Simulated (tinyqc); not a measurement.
# Electron continuity equation in a given potential, Scharfetter-Gummel discretisation: error of the current against the mesh

Steady state in one dimension: J = q mu n E + q D dn/dx with E = -dpsi/dx and D = mu Vt, dJ/dx = q (n/tau - G), fixed densities nL and nR at the ends. The potential is given, psi = U x/L - Ub exp(-((x/L - xb)/sb)^2), and is not changed by the electrons.

Fluxes J_i = (q D/h)(n_(i+1) P_i - n_i Q_i), d_i = (psi_(i+1) - psi_i)/Vt: Scharfetter-Gummel P = B(d), Q = B(-d), B(d) = d/(exp(d) - 1); central P = 1 - d/2, Q = 1 + d/2; upwind P = 1 + max(-d, 0), Q = 1 + max(d, 0). Balance at each inner node: J_i - J_(i-1) = q h (n_i/tau - G). The reference is Scharfetter-Gummel on 4000 intervals or more. Errors are those of J on the first interval against the reference at its midpoint; errors under 1e-6 % are printed as 0.

Values chosen for this exercise; mobility close to that of germanium at room temperature: temperature T = 250 K; electron mobility mu = 3910 cm^2/(V s); length of the region L = 3.4 um; density at x = 0 nL = 4.7e15 cm^-3; density at x = L nR = 1.2e15 cm^-3; lifetime tau = 6.2e-11 s; uniform generation rate G = 0 cm^-3 s^-1; potential difference psi(L) - psi(0) U = -0.89 V; depth of the dip in psi (a barrier for electrons) Ub = 0.13 V; position of the barrier over L xb = 0.57; width of the barrier over L sb = 0.1.

Constants: q = 1.602176634e-19 C, kB = 1.380649e-23 J/K, Vt = kB T/q. Results are converted to the units shown.

Error of the current against the mesh:
```
N	largest |d|	reference J (A/cm^2)	SG error (%)	central error (%)	upwind error (%)
5	13.44	997.5	15.9	1000	2.56
10	7.493	962.0	4.81	19.2	-5.52
20	4.333	929.5	3.50	6.47	-2.49
40	2.282	902.2	1.11	1.87	-1.67
80	1.158	883.7	0.310	0.503	-1.04
160	0.5811	872.8	0.0820	0.131	-0.628
```

From N = 80 to 160 the error shrinks by 3.8 (Scharfetter-Gummel), 3.8 (central), 1.7 (upwind); 4 marks second order and 2 first order. At N = 5 the errors are 16, 1000 and 2.6 %. The central densities go negative for N = 10, so its current there is not to be trusted, whatever its error.

Range of the model: The drift velocity mu E exceeds 1e7 cm/s somewhere, where real mobilities no longer stay constant.

tinyqc, about 0.01 s, one thread, Intel Xeon 2.30GHz (shared host): `OMP_NUM_THREADS=1 python tinyqc.py 2220045 2220046 out.jsonl`
